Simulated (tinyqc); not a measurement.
Reverse leakage of an n+-p junction: diffusion, generation, trap-assisted and band-to-band tunnelling: two steps of the calculation.

One-sided abrupt junction in the depletion approximation, x from the junction (0) to W on the p side, field F = F0 (1 - x/W). Flat quasi-Fermi levels, long p side. Traps generate through SRH with both lifetimes shortened by 1 + Gamma (Hurkx enhancement, form for moderate fields); band-to-band generation is local and needs a total bending above Eg.

Parameters, values chosen for the exercise; band and dielectric values close to those of silicon:
- T = 250 K (temperature)
- Eg = 1.12 eV (band gap)
- eps_r = 11.8 (relative permittivity)
- Nc = 2.17e19 cm^-3 (conduction-band density of states at T)
- Nv = 2.02e19 cm^-3 (valence-band density of states at T)
- Na = 1.1e17 cm^-3 (acceptor density of the lighter side)
- Nd = 1e19 cm^-3 (donor density of the heavier side)
- tau = 5e-8 s (SRH lifetime of both carriers at zero field)
- mt = 0.23 m0 (tunnelling mass)
- Dn = 13 cm^2/s (electron diffusion coefficient on the lighter side)
- VR = 1.2 V (reverse bias)

Constants: q = 1.602176634e-19 C, kB = 1.380649e-23 J/K, hbar = 1.054571817e-34 J s, m0 = 9.1093837015e-31 kg, Vt = kB T/q, eps0 = 8.8541878128e-14 F/cm where lengths are in cm. Results are converted to the units shown.

Problem 1. Field, scales and diffusion current. ni = sqrt(Nc Nv) exp(-Eg/(2 Vt)), Eg in volts; Vbi = Vt ln(Na Nd/ni^2); W = sqrt(2 eps0 eps_r (Vbi + VR)/(q Na)); F0 = 2 (Vbi + VR)/W; FG = sqrt(24 mt m0 (kB T)^3)/(q hbar); J_diff = q ni^2 sqrt(Dn/tau)(1 - exp(-VR/Vt))/Na.

Give: ni; Vbi; W; F0; FG; J_diff.

Solution 1.

ni = 1.0760e8 cm^-3
Vbi = 0.99101 V
W = 161.18 nm
F0 = 271.88 kV/cm
FG = 269.13 kV/cm
J_diff = 2.7190e-16 A/cm^2

Problem 2. Current components. u = (Vbi + VR)(1 - x/W)^2, p = Na exp(-u/Vt), n = Nd exp((u - Vbi - VR)/Vt); G0 = ni^2 (1 - exp(-VR/Vt))/(tau (n + p + 2 ni cosh(Et/Vt))); Gamma = 2 sqrt(3 pi)(F/FG) exp((F/FG)^2); trap-assisted part G0 Gamma; G_bb = Ab F^2.5 exp(-Bb/F) with F in V/cm, zero unless Vbi + VR > Eg. 13 equal steps.

Each current is q times the trapezoid sum of its rate; J adds J_diff; J_bb under 1e-8 of the sum is given as 0.

```
point,x (nm),G0 (cm^-3 s^-1),G0 Gamma (cm^-3 s^-1),G_bb (cm^-3 s^-1)
0,0.00000,23154.469,3.9848911e5,0.0050273735
1,12.39816,7.9147585e10,1.0811706e12,1.1444825e-5
2,24.79632,1.0619057e15,1.1572735e16,8.7824407e-9
3,37.19448,1.0759755e15,9.3904608e15,1.6425042e-12
4,49.59263,1.0759756e15,7.5353180e15,~0
5,61.99079,1.0759756e15,6.0445816e15,~0
6,74.38895,1.0758897e15,4.8306086e15,~0
7,86.78711,8.9705605e14,3.1916419e15,~0
8,99.18527,7.1479611e12,1.9831146e13,~0
9,111.58343,3.1980371e10,6.7225874e10,~0
10,123.98159,4.7361176e8,7.1577919e8,~0
11,136.37975,2.3369838e7,2.2845909e7,~0
12,148.77790,3.8423377e6,1.8443814e6,0
13,161.17606,2.1049517e6,0,0
```

J_diff = 2.7190000e-16 A/cm^2

Give: J_SRH; J_TAT; J_bb; J.

Solution 2.

J_SRH = 1.2455e-9 A/cm^2
J_TAT = 8.4594e-9 A/cm^2
J_bb = 0 A/cm^2
J = 9.7048e-9 A/cm^2

Range of the model: The n+ side is degenerate, so Vbi from Boltzmann statistics is only a guide.

Numbers from tinyqc (`OMP_NUM_THREADS=1 python tinyqc.py 2290053 2290054 out.jsonl`; about 0.01 s on one thread of a shared Intel Xeon 2.30GHz).

~0 in a residual or rate marks an entry under 1e-11 of the largest of its column.
